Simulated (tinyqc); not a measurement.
Cyclotron resonance of ellipsoidal valleys, Si type, step by step. Values are carried at full precision from step to step, so a last printed digit may differ when a step is redone from the rounded ones.

Valleys along [100], [010], [001] (each with its opposite partner), mass ml along the axis and mt across it. B lies in the (1-10) plane, b = (sin(theta)/sqrt2, sin(theta)/sqrt2, cos(theta)). For the angle phi between B and the axis, 1/mc^2 = cos^2(phi)/mt^2 + sin^2(phi)/(mt ml). Resonance: h nu = 2 muB B/mc, h = 2 pi hbar.

Constants: hbar = 6.58211957e-16 eV s; muB = 5.788381798e-05 eV/T.

Values chosen for the exercise (near those of Si; not measured data): theta = 29 degrees (angle of B from [001] towards [110]); ml = 0.917 m0 (longitudinal mass); mt = 0.186 m0 (transverse mass); nu = 9.4 GHz (microwave frequency); tau = 60 ps (scattering time).

## Angles to the valley axes

Give b and cos^2(phi) for each axis.

b: 0.3428  0.3428  0.8746

cos^2(phi): [100] 0.1175, [010] 0.1175, [001] 0.7650

## Cyclotron masses and resonance fields

For each axis, mc and B = h nu mc/(2 muB).

Resonances:
```
axis   mc (m0)   B (T)
[100]   0.3416  0.1147
[010]   0.3416  0.1147
[001]   0.2063  0.0693
```

2 distinct masses appear; the limits are mt = 0.186 (B along the axis) and sqrt(ml mt) = 0.4130 (B across it).

## The same from the mass tensor

For the valley along [001]: M = mt 1 + (ml - mt) a a^T, and mc^2 = det M/(b M b).

M (m0), lower triangle:
```
        x       y       z
x  0.1860
y       0  0.1860
z       0       0  0.9170
```

det M = 0.031725
b M b = 0.7452
mc = 0.2063 m0

## Line shape

For linear polarisation and one isotropic mass the absorbed power goes as P = [1 + (w^2 + wc^2) tau^2]/([1 + (wc^2 - w^2) tau^2]^2 + 4 w^2 tau^2), w = 2 pi nu. List it for wc/w = 0, 0.5, 0.8, 0.9, 1, 1.1, 1.2, 1.5 and 2, which is B over the resonance field.

w tau = 3.544

Power:
```
wc/w        P
0.0   0.07376
0.5    0.1379
0.8    0.3448
0.9    0.4550
1.0    0.5098
1.1    0.4531
1.2    0.3409
1.5    0.1271
2.0   0.04126
```

The largest listed value lies at wc/w = 1.0, 6.9 times the zero-field value. With w tau well above 1 the line is sharp, of relative half width about 1/(w tau). The closest two lines of this crystal are 65.5 % apart, so they are resolved.

## Checks

- Rotation frequency of dv/dt = -M^-1 (v x b) for the valley along [001], in units of e B/m0, against 1/mc: both 4.8466.

tinyqc: `OMP_NUM_THREADS=1 python tinyqc.py 1251344 1251345 out.jsonl`; about 0.01 s, one thread, shared Intel(R) Xeon(R) Processor @ 2.30GHz.
